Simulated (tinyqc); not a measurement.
Self-heating of a transistor with one or more fingers, with temperature-dependent conductivity: one step, computed by the program tinyqc.

N long parallel fingers lie on the top face of a slab whose bottom is held at T_0; the top is otherwise insulated, and heat flows in two dimensions. P in W/mm is 1000 P in W/m.

Problem. Correction for the falling conductivity. Kirchhoff transformation for kappa = kappa_0 (T/T_0)^-m: T = T_0 [1 - (m - 1) theta/T_0]^(-1/(m - 1)), where theta is the linear rise. The bracket vanishes at the power P T_0/((m - 1) theta).

Inputs (values chosen for the exercise, modelled on germanium): exponent m in kappa ~ T^-m = 1.3; base temperature T_0 = 358 K; power per gate width P = 0.44 W/mm.

Power: fixed power.

largest theta = 26.83247 K

Give: peak temperature; true rise; true rise / linear rise; power at which the formula diverges.

Solution.

peak temperature = 386.2 K

true rise = 28.19 K

true rise / linear rise = 1.051

power at which the formula diverges = 19.57 W/mm

The falling conductivity adds 5.1 % to the rise.
